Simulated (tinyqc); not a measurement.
Six-band hole subbands of a thin body in a field: one step. Strain and its block. Four cases, with inputs chosen for the exercise.

Question. exx = eyy = (s11 + s12) sx/2, ezz = s12 sx, exy = -s44 sx/4 (1 GPa/TPa = 1e-3). With e0 the traceless part, B_XX = 2b e0xx - b (e0yy + e0zz) and B_XY = sqrt(3) d exy.

Give: strain; B.

Case 1.

Values chosen (near those of a p-type Si channel; the results hold for these values, not for the real material): S = (7.67, -2.16, 12.4) 1/TPa (compliances s11, s12, s44); sx = -1.5 GPa (stress along the channel [1-10], negative in compression); b = -2.07 eV (tetragonal potential); d = -4.79 eV (trigonal potential).

Answer.

strain:
```
           x          y         z
x  -0.004132   0.004650         0
y   0.004650  -0.004132         0
z          0          0  0.003240
```

B (eV):
```
          X         Y         Z
X   0.01526  -0.03858         0
Y  -0.03858   0.01526         0
Z         0         0  -0.03052
```

Case 2.

Values chosen (near those of a p-type Si channel; the results hold for these values, not for the real material): S = (7.8, -2.14, 12.45) 1/TPa (compliances s11, s12, s44); sx = 1 GPa (stress along the channel [1-10], negative in compression); b = -2.11 eV (tetragonal potential); d = -4.78 eV (trigonal potential).

Answer.

strain:
```
           x          y          z
x   0.002830  -0.003112          0
y  -0.003112   0.002830          0
z          0          0  -0.002140
```

B (eV):
```
          X         Y        Z
X  -0.01049   0.02577        0
Y   0.02577  -0.01049        0
Z         0         0  0.02097
```

Case 3.

Values chosen (near those of a p-type Si channel; the results hold for these values, not for the real material): S = (7.83, -2.1, 12.55) 1/TPa (compliances s11, s12, s44); sx = -1.5 GPa (stress along the channel [1-10], negative in compression); b = -2.07 eV (tetragonal potential); d = -4.71 eV (trigonal potential).

Answer.

strain:
```
           x          y         z
x  -0.004298   0.004706         0
y   0.004706  -0.004298         0
z          0          0  0.003150
```

B (eV):
```
          X         Y         Z
X   0.01542  -0.03839         0
Y  -0.03839   0.01542         0
Z         0         0  -0.03083
```

Case 4.

Values chosen (near those of a p-type Ge channel; the results hold for these values, not for the real material): S = (9.83, -2.7, 15.25) 1/TPa (compliances s11, s12, s44); sx = -1.5 GPa (stress along the channel [1-10], negative in compression); b = -2.51 eV (tetragonal potential); d = -5.4 eV (trigonal potential).

Answer.

strain:
```
           x          y         z
x  -0.005347   0.005719         0
y   0.005719  -0.005347         0
z          0          0  0.004050
```

B (eV):
```
          X         Y         Z
X   0.02359  -0.05349         0
Y  -0.05349   0.02359         0
Z         0         0  -0.04718
```

Computed by tinyqc, one run a case: `OMP_NUM_THREADS=1 python tinyqc.py N N+1 out.jsonl` with N = 1281963, 1282099, 1282142, 1282214; one thread of a shared Intel(R) Xeon(R) Processor @ 2.30GHz, about 0.4 s a run at most.
